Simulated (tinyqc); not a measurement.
# Worked calculation: a barrier in a uniform field, exact transmission by Airy functions

Numbers from tinyqc (`OMP_NUM_THREADS=1 python tinyqc.py 2580119 2580120 out.jsonl`; about 0.01 s on one thread of a shared Intel Xeon 2.30GHz). Printed values are rounded.

The left lead has its band edge at 0, the barrier edge falls as U(x) = U0 - F x with F = V/d for 0 < x < d, and the right lead has its edge at -V. No transverse momentum; C = hbar^2/(2 m0); psi and psi'/m are continuous. M carries (psi, psi'/m) across the barrier.

Inputs (values chosen for the exercise); U0 - E and the mass are of the order of those of silicon dioxide on silicon; the mass of the right lead is set freely: mass in the left lead mL = 0.86 m0; barrier edge at x = 0 U0 = 3.72 eV; mass in the barrier m1 = 0.51 m0; electron energy E = 0.62 eV; barrier width d = 0.8 nm; voltage across the barrier V = 1.1 V; mass in the right lead mR = 1.6 m0.

Constants: q = 1.602176634e-19 C, hbar = 1.054571817e-34 J s, m0 = 9.1093837015e-31 kg, hbar^2/(2 m0) = 0.0380998212 eV nm^2. Results are converted to the units shown.

Range of the model: Masses are held fixed, although real bands cease to be parabolic a few tenths of an eV from their edges. The field of 13.8 MV/cm is more than most dielectrics sustain; the model ignores breakdown.

## Scaled variables

Energy scale e = (C F^2/m1)^(1/3), z(x) = (U(x) - E)/e, s = (dz/dx)/m1 = -F/(e m1); v = k/m in a lead. vL = sqrt(mL E/C)/mL, vR = sqrt(mR (E + V)/C)/mR.

F = 1.375 V/nm
e = 0.520778 eV
z1 = 5.95263
z2 = 3.84041
s = -5.17702 1/nm
vL = 4.34996 1/nm
vR = 5.31181 1/nm

Both z are positive: the whole barrier is forbidden.

## Airy functions at the edges

Ai and Bi solve y'' = z y, with Wronskian Ai Bi' - Ai' Bi = 1/pi.

Airy functions:
```
            Ai          Ai'       Bi      Bi'
z1  1.11903e-5  -2.77536e-5  5833.81  13976.5
z2  0.00131760  -0.00266186  61.8221  116.688
```

## Transfer matrix

With a = Ai, a' = Ai', b = Bi, b' = Bi' at z1 (left edge) and z2 (right edge): M11 = pi (a2 b1' - b2 a1'), M12 = (pi/s)(b2 a1 - a2 b1), M21 = pi s (a2' b1' - b2' a1'), M22 = pi (b2' a1 - a2' b1).

M (M12 in nm, M21 in 1/nm):
```
         1        2
1  57.8593  4.66410
2  605.026  48.7892
```

## Transmission, exact and WKB

With M acting on (psi, psi'/m) and v = k/m in each lead, T(E) = 4 vL vR/[(vL vR M12 - M21)^2 + (vR M11 + vL M22)^2]. WKB: exp(-S), S = (4/(3 F)) sqrt(m1/C) [max(U0 - E, 0)^1.5 - max(U0 - F d - E, 0)^1.5].

T(E) = 1.78697e-4
S = 9.32961
exp(-S) = 8.87567e-5
ratio T(E)/exp(-S) = 2.01333

The exact value is 2.01 times the WKB one.
